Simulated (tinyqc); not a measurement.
Nanowire ballistic transistor, top-of-the-barrier model: one step of the calculation.

At the top of the source barrier, states moving towards the drain are filled by the source (Fermi level 0) and states moving back by the drain (Fermi level -q Vd); nothing scatters. U is the shift of the band edge there, set by the capacitances CG, CD and CS (the total) and by the charge. Parabolic one-dimensional subband; the source is grounded.

Question. Density of states, capacitances and charge at zero bias. N0 = gv sqrt(2 m kB T/pi)/hbar, CG = 2 pi eps0 eox/ln(1 + 2 tox/d), CS = CG/aG, n0 = n at U = 0 and Vd = 0. eta1 = -(E0 + U)/Vt, eta2 = eta1 - Vd/Vt, n = (N0/2)[F_(-1/2)(eta1) + F_(-1/2)(eta2)], F_(-1/2)(x) = (1/sqrt(pi)) int_0^infinity u^(-1/2)/(1 + exp(u - x)) du. UL = -(aG Vg + aD Vd).

Values chosen for this exercise; mass and valleys close to those of gallium arsenide: temperature T = 400 K; effective mass m = 0.0702 m0; valley degeneracy gv = 1; relative permittivity of the gate insulator eox = 9; insulator thickness tox = 3.7 nm; wire diameter d = 6 nm; gate control CG/CS aG = 0.93; drain control CD/CS aD = 0.02; band edge at the barrier top above the source Fermi level at zero bias E0 = 0.18 eV; gate voltage Vg = 0.46 V; drain voltage Vd = 0.1 V.

Constants: q = 1.602176634e-19 C, kB = 1.380649e-23 J/K, hbar = 1.054571817e-34 J s, m0 = 9.1093837015e-31 kg, Vt = kB T/q, eps0 = 8.8541878128e-14 F/cm where lengths are in cm. Results are converted to the units shown.

Find: N0; CG; CS; n0; UL.

Answer.

N0 = 1.422e6 cm^-1
CG = 6.231 pF/cm
CS = 6.700 pF/cm
n0 = 7644 cm^-1
UL = -0.4298 eV

Numbers from tinyqc (`OMP_NUM_THREADS=1 python tinyqc.py 2400166 2400167 out.jsonl`; about 0.06 s on one thread of a shared Intel Xeon 2.30GHz).
